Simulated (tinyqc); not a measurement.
Charge control and current of a heterostructure field-effect transistor: one step, computed by the program tinyqc. Command: `OMP_NUM_THREADS=1 python tinyqc.py 3014185 3014186 out.jsonl hemt walk`. One thread of a shared host (Intel(R) Xeon(R) Processor @ 2.30GHz), about 0.01 s of CPU time with the checks.

Two subbands in a triangular well; E_F is counted from the conduction band edge of the channel at the interface.

Problem. First iteration. Charge control: n_s = C_b (V_G - V_T - E_F/e)/e. Well: mean field F = e n_s/(2 eps eps_0), E_i = (hbar^2/2m)^(1/3) [(3 pi e F/2)(i + 3/4)]^(2/3), i = 0, 1; n_s = D k_B T sum_i ln(1 + exp((E_F - E_i)/k_B T)), D = m/(pi hbar^2), which is solved in closed form for E_F. Iteration from n_s = C_b (V_G - V_T)/(2e): E_F from n_s, n_out from the charge control, n_new = n_s + mixing (n_out - n_s), kept above n_s/10; stop when |n_out/n_s - 1| < 1e-9.

Inputs (values chosen for the exercise, modelled on AlGaAs/GaAs):

| quantity | value | unit |
|---|---|---|
| channel mass m | 0.066 | m_0 |
| permittivity eps (barrier and channel) | 12.7 | - |
| conduction band offset dE_c | 0.28 | eV |
| gate voltage V_G | 0 | V |
| temperature T | 300 | K |
| spacer between delta layer and channel | 2.6 | nm |

Charge source: delta doping. Velocity law: smooth.

barrier capacitance C_b = 0.2555641 microfarad/cm^2

threshold voltage V_T = -1.974427 V

Constants: e = 1.602176634e-19 C; k_B = 8.617333262e-05 eV/K; eps_0 = 8.8541878128e-12 F/m; hbar = 1.054571817e-34 J s; m_0 = 9.1093837015e-31 kg; k_B = 1.380649e-23 J/K.

Give: starting n_s; E_0; E_1; E_F; n_out.

Solution.

starting n_s = 1.5747e+12 1/cm^2

E_0 = 96.816 meV

E_1 = 170.32 meV

E_F = 142.29 meV

n_out = 2.9224e+12 1/cm^2

Caution: a density of n_out would put E_F above the conduction band minimum of the barrier, where parallel conduction sets in.
